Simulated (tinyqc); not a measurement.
Pariser-Parr-Pople SCF with singles CI, for the molecule Oc1cccc2cc[nH]c12 (SMILES; centres numbered as the heavy atoms are written), step by step. One step of it, computed by the program tinyqc.

Question. Singles CI, singlets. Over the 4 single excitations with the smallest orbital gaps: A = (e_a - e_i) delta + 2 (ia|jb) - (ij|ab), with (pq|rs) = sum c_mp c_mq gamma_mn c_nr c_ns. f = 2/3 w |mu|^2 in atomic units, mu = sqrt2 sum c_ia sum_m c_mi c_ma R_m.

orbital energies (eV): -14.878753  -13.605157  -12.055585  -10.616986  -9.649788  -8.599456  -0.968354  -0.195570  0.925891  2.788821

coefficients:
```
          MO1        MO2        MO3        MO4        MO5        MO6        MO7        MO8
1O   0.407269   0.691192  -0.307636   0.354216  -0.123806   0.278314  -0.147763   0.062048
2C   0.399851   0.315887   0.056886  -0.254027   0.127826  -0.404320   0.443896  -0.205536
3C   0.197627   0.160358   0.323146  -0.373541  -0.314012  -0.354774  -0.363386  -0.304790
4C   0.129977   0.045881   0.481947  -0.165924  -0.422495   0.225352  -0.128008   0.565726
5C   0.152393  -0.060259   0.486331   0.150765  -0.073285   0.471850   0.458092  -0.310233
6C   0.287193  -0.173734   0.353859   0.367626   0.380273   0.046446  -0.261116  -0.258516
7C   0.197136  -0.218883   0.089845   0.519998  -0.130016  -0.408523  -0.286431   0.066084
8C   0.258611  -0.324381  -0.195490   0.251129  -0.456235  -0.247069   0.463911   0.148151
9N   0.456649  -0.434824  -0.395537  -0.327567  -0.168682   0.358461  -0.235237  -0.267070
10C  0.445338  -0.136491   0.030913  -0.210463   0.536415  -0.034502   0.045437   0.529383

           MO9       MO10
1O   -0.103575  -0.084140
2C    0.366804   0.344850
3C   -0.360028  -0.335020
4C    0.156386   0.361972
5C    0.115711  -0.407924
6C   -0.330564   0.485717
7C    0.544244  -0.261440
8C   -0.462883   0.077450
9N    0.217557   0.087794
10C  -0.142113  -0.382566
```

repulsion gamma_rs (eV), lower triangle:
```
            1O         2C         3C         4C         5C         6C         7C         8C
1O   21.500000
2C    6.308094  11.130000
3C    4.353659   5.344886  11.130000
4C    3.139480   3.872280   5.345294  11.130000
5C    2.833073   3.517481   3.872017   5.345697  11.130000
6C    3.139148   3.872017   3.516757   3.871896   5.344886  11.130000
7C    2.586762   2.948635   2.630604   2.837305   3.738278   5.346023  11.130000
8C    2.736710   2.914971   2.429641   2.429751   2.914656   4.046033   5.344784  11.130000
9N    3.795777   4.012140   2.991888   2.763250   3.115806   4.367538   4.367273   5.922497
10C   4.353327   5.345697   3.871896   3.517484   3.872280   5.345294   4.045842   4.046006

            9N        10C
9N   16.800000
10C   5.922104  11.130000
```

Centres (angstrom, eV; a flat drawing with bonds scaled to 1.40 angstrom):
```
centre          x          y  core charge z          W   gamma_rr
1O      -1.512000   2.186000              2  33.000000  21.500000
2C      -1.123000   0.841000              1  11.160000  11.130000
3C      -2.094000  -0.168000              1  11.160000  11.130000
4C      -1.705000  -1.513000              1  11.160000  11.130000
5C      -0.346000  -1.849000              1  11.160000  11.130000
6C       0.625000  -0.840000              1  11.160000  11.130000
7C       2.024000  -0.886000              1  11.160000  11.130000
8C       2.500000   0.431000              1  11.160000  11.130000
9N       1.395000   1.291000              2  25.600000  16.800000
10C      0.236000   0.505000              1  11.160000  11.130000
```

Give: singlet CI matrix; singlet excitation energies; oscillator strengths.

Answer.

singlet CI matrix (eV), lower triangle:
```
         6>7      6>8     5>7     5>8
6>7   4.9506
6>8  -0.0580   5.1634
5>7   0.0837   0.6258  5.4293
5>8  -0.4875  -0.0979  0.0840  6.4270
```

singlet excitation energies (eV): 4.5767  4.8786  5.9368  6.5782

oscillator strengths: 0.0926  0.3256  1.4550  0.6913
